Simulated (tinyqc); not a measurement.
Four-point probe, van der Pauw, Hall and spreading-resistance readings of a semiconductor layer. Changing the side ratio a/b of the van der Pauw rectangle. Computed by tinyqc, a small Python program. Command: `OMP_NUM_THREADS=1 python tinyqc.py 3110242 3110243 out.jsonl probe sweep`. One thread of a shared host (Intel(R) Xeon(R) Processor @ 2.30GHz), about 0.01 s of CPU time with the checks.

The layer is uniform and ohmic; contacts are points unless a radius is given.

Inputs (values chosen for the exercise, modelled on n-type silicon): carrier density n = 1.6e+16 1/cm^3; drift mobility mu = 1190 cm^2/(V s); layer thickness t = 190 micrometre.

Backing of the layer: insulating.

Constants: e = 1.602176634e-19 C.

Method:
- rho = 1/(e n mu); R_s = rho/t.
- Thin rectangle with point contacts at the corners; for R_B current and voltage contacts lie along the two sides of length a, for R_A along those of length b: exp(-pi R_A/R_s) = (theta_4/theta_3)^4, exp(-pi R_B/R_s) = (theta_2/theta_3)^4 with q = exp(-pi a/b), theta_2 = 2 sum_(m>=0) q^((m + 1/2)^2), theta_3 = 1 + 2 sum_(m>=1) q^(m^2), theta_4 = 1 + 2 sum_(m>=1) (-1)^m q^(m^2).
- Solve exp(-pi z R_A) + exp(-pi z R_B) = 1 for z = 1/R_s by seven Newton steps from z = 2 ln 2/(pi (R_A + R_B)); f = R_s 2 ln 2/(pi (R_A + R_B)).

One run for each value:
```
side ratio a/b of the van der Pauw rectangle  ratio R_B/R_A  correction f  R_A (ohm)  R_B (ohm)
1.0                                              1.0000e+00        1.0000     3.8067      3.807
1.3                                              5.3533e+00        0.8096     1.4802      7.924
1.6                                              2.1964e+01        0.5750     0.5766     12.664
1.9                                              7.8635e+01        0.4255     0.2247     17.666
2.2                                              2.6015e+02        0.3330     0.0875     22.774
2.5                                              8.1859e+02        0.2723     0.0341     27.923
```

What does the table show, and why?

Over the rows, ratio R_B/R_A rises from 1.00 to 819 (exponent d ln y / d ln x 6.4 between the first rows and 9.0 between the last); correction f falls from 1.00 to 0.272 (exponent d ln y / d ln x -0.81 between the first rows and -1.6 between the last); R_A (ohm) falls from 3.81 to 0.0341 (exponent d ln y / d ln x -3.6 between the first rows and -7.4 between the last). f departs from 1 slowly: a resistance ratio of 819 needs f = 0.27. Left out: 2.80, 3.10, 3.40 (the run failed its checks).
